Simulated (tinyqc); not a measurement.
# Haynes-Shockley experiment: what a collector records, against the lifetime

A sheet injected at x = 0, t = 0 gives at x = L the signal n(t) = N0 exp(-t/tau - (L - v t)^2/(4 D t))/sqrt(4 pi D t), D = mu Vt, v = mu F. Its peak lies at tp = [-D + sqrt(D^2 + u^2 L^2)]/u^2, u^2 = v^2 + 4 D/tau; dt is the full width at half height. Simple readings: mobility L/(F tp), diffusion coefficient (L dt/tp)^2/(16 ln 2 tp). Area v times the integral of n over N0: (v/u) exp(L (v - u)/(2 D)).

Inputs (values chosen for the exercise):
- T = 300 K (temperature)
- mu = 1360 cm^2/(V s) (minority-carrier mobility)
- F = 35 V/cm (sweep field along the drift)
- L = 130 um (distance from injector to collector)

Constants: q = 1.602176634e-19 C, kB = 1.380649e-23 J/K, Vt = kB T/q. Results are converted to the units shown.

The same in every row: L/v (us) = 0.2731.

Haynes-Shockley experiment: what a collector records, against the lifetime:
```
tau (s),tp (us),dt (us),apparent mobility (cm^2/(V s)),apparent D (cm^2/s),area,exp(-L/(v tau))
3e-8,0.1509,0.09155,2461,37.15,7.639e-4,1.113e-4
8e-8,0.1964,0.1371,1891,37.80,0.04019,0.03291
2e-7,0.2270,0.1714,1636,38.26,0.2445,0.2552
4e-7,0.2410,0.1880,1541,38.47,0.4818,0.5052
9e-7,0.2500,0.1990,1486,38.61,0.7177,0.7383
2e-6,0.2543,0.2043,1460,38.67,0.8600,0.8724
5e-6,0.2565,0.2071,1448,38.71,0.9412,0.9468
1e-5,0.2573,0.2080,1444,38.72,0.9701,0.9731
```

True values: mu = 1360 cm^2/(V s), D = 35.2 cm^2/s. The apparent mobility is 81 % above the true one in the first row and 6.2 % above it in the last, and the apparent D 5.7 % above and 10 % above D. The peak always comes before L/v, since spreading and decay both weigh down the later part of the signal; the shift is 45 % and 5.8 % in these rows.

tinyqc, about 0.01 s, one thread, Intel Xeon 2.30GHz (shared host): `OMP_NUM_THREADS=1 python tinyqc.py 2310009 2310010 out.jsonl`
